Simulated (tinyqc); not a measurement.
# Landau coefficient from the swing

Inverse problem. Below threshold and near Q = 0, a ferroelectric film of thickness tf changes the swing n Vt ln 10 by the factor 1 + 2 al tf Cp, and al = -3 sqrt(3) Ec/(4 Pr) (1 nm times 1 kV/cm is 1e-4 V). Find n, al and Pr.

Inputs (values chosen for the exercise): temperature T = 273 K; coercive field Ec = 800 kV/cm; overlap capacitance per gate area Cp = 0.46 uF/cm^2.

Constants: q = 1.602176634e-19 C, kB = 1.380649e-23 J/K, Vt = kB T/q. Results are converted to the units shown.

swing without the film and with tf = 18 nm (mV/decade): 56.877503  52.962134

Solution. The first swing gives n, the ratio of the two gives al, and Ec then gives Pr.

n = 1.050
al = -41.57 kV cm/uC
Pr = 25.00 uC/cm^2

Computed by the program tinyqc: `OMP_NUM_THREADS=1 python tinyqc.py 2860059 2860060 out.jsonl`, one thread of a shared Intel Xeon 2.30GHz, about 0.02 s for the whole run.
